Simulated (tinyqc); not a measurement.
# Delay unit and parasitic delay from two ring oscillators

Question. A ring of 51 inverters oscillates at 1/(2 x 51 d), with stage delay d = tau (h + p) for fan-out h. Find tau, p and the delay at fan-out 4.

frequencies of 51-stage ring oscillators with fan-out 1 and 4 (GHz): [2.4781158, 0.82970173]

Solution. d is a straight line in h with slope tau and intercept tau p.

tau = 2.620 ps
p = 0.5100
delay at fan-out 4 = 11.82 ps

Computed by the program tinyqc: `OMP_NUM_THREADS=1 python tinyqc.py 2082105 2082106 out.jsonl`, one thread of a shared Intel Xeon 2.30GHz, about 0.01 s for the whole run.
